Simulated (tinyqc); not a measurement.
MOSFET in saturation, small-signal circuit and noise: one step of the calculation.

Bias by the inversion coefficient IC = I/Ispec (charge-based model with velocity saturation; weak inversion below 0.1, strong above 10). Common-source circuit: gm, gds, Cgs, Cgd and Cj at the inner nodes, Rg in series with the gate; quasi-static, no source or drain resistance, no gate-body capacitance, no substrate network, no induced gate noise, so fmax is an upper estimate.

Problem. Admittance matrix. Inner admittances at w = 2 pi f: y11 = i w (Cgs + Cgd), y12 = -i w Cgd, y21 = gm - i w Cgd, y22 = gds + i w (Cgd + Cd). Invert to Z, add Rg to Z11 and invert back to Y.

Parameters, values chosen for the exercise:
- f = 2 GHz (signal frequency)

gm = 7.5692069 mS
gds = 0.049956765 mS
Cgs = 73.474667 fF
Cgd = 9 fF
Cd = 17.6 fF
Rg = 2.5148810 ohm

Wanted: inner y; Y with Rg.

Solution.

inner y (mS):
```
,1,2
1,0.000+1.036i,0.000-0.113i
2,7.569-0.113i,0.050+0.334i
```

Y with Rg (mS):
```
,1,2
1,0.003+1.036i,0.000-0.113i
2,7.569-0.133i,0.050+0.336i
```

Computed by the program tinyqc: `OMP_NUM_THREADS=1 python tinyqc.py 2150122 2150123 out.jsonl`, one thread of a shared Intel Xeon 2.30GHz, about 0.01 s for the whole run.
